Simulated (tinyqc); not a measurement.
Lattice vibrations of a chain, step by step. One step of it, computed by the program tinyqc.

Question. Dynamical matrix at q = 0.24. q is in units of 2 pi/a. A spring k from atom i to atom j, n cells on, adds k to Phi_ii and Phi_jj, -k exp(2 pi i q n) to Phi_ij and the conjugate to Phi_ji (for one atom a cell: 2k (1 - cos 2 pi q n)); D_ij = Phi_ij / sqrt(m_i m_j).

A chain moving along its axis:
```
atom    mass (u)  spring to the next atom (eV/angstrom^2)
1     109.300000                                24.900000
2      27.700000                                16.300000
```

Give: D(q).

Answer.

D(q) (eV/(angstrom^2 u)):
```
                 1                2
1           0.3769  -0.4711+0.2957i
2  -0.4711-0.2957i           1.4874
```
